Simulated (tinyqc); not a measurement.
# Worked calculation: resistance of a tapered via with liner, size effect and interface

Numbers from tinyqc (`OMP_NUM_THREADS=1 python tinyqc.py 2750025 2750026 out.jsonl`; about 0.01 s on one thread of a shared Intel Xeon 2.30GHz). Printed values are rounded.

A round via whose diameter grows from db at the bottom as D(z) = db + 2 z/tan(ang). The fill, of diameter D - 2 tl, starts above the bottom liner (thickness fb tl) and has rho = rho0 (1 + ks lam/(D - 2 tl)); the sidewall liner conducts in parallel with it. The bottom liner and the interface are crossed over the full area pi db^2/4. Spreading in the lines above and below is left out.

Values chosen for this exercise; fill metal close to copper: diameter at the bottom db = 18 nm; height hv = 54 nm; sidewall angle ang = 89 degrees; bulk resistivity of the fill rho0 = 1.66 uohm cm; mean free path of the fill lam = 40.8 nm; size-effect factor ks = 1; liner on the sidewall tl = 2.1 nm; liner at the bottom over that on the sidewall fb = 0.7; resistivity of the liner rl = 310 uohm cm; interface resistivity at the bottom ri = 6.1e-13 ohm cm^2; ballistic conductance per area, about 3/(4 rho0 lam) Sb = 1.1e15 S/m^2.

## Slices of the via

Slices between z0 = fb tl and hv, evaluated at their midpoints: conductance per length pi/4 [(D - 2 tl)^2/rho + (D^2 - (D - 2 tl)^2)/rl], slice resistance = slice height over that. 6 slices.

```
slice   z (nm)   D (nm)  rho (uohm cm)  slice resistance (ohm)
0      5.84750  18.2041        6.49629                 3.63987
1      14.6025  18.5098        6.39299                 3.43255
2      23.3575  18.8154        6.29401                 3.24126
3      32.1125  19.1211        6.19909                 3.06446
4      40.8675  19.4267        6.10798                 2.90078
5      49.6225  19.7323        6.02045                 2.74900
```

## Total resistance

R_fill = sum of the slices; R_bottom = rl fb tl/(pi db^2/4); R_interface = ri/(pi db^2/4); ballistic (Sharvin) limit 1/(Sb pi (db - 2 tl)^2/4); ideal cylinder rho0 hv/(pi db^2/4).

parts (ohm): fill 19.0279, bottom liner 17.9079, interface 0.239715
R = 37.1755 ohm
shares (%): fill 51.1840, bottom liner 48.1712, interface 0.6448
ballistic limit = 6.07798 ohm
ideal cylinder = 3.52263 ohm

The fill is the largest part, and R is 10.6 times the ideal cylinder. With 2000 slices R = 37.179 ohm.
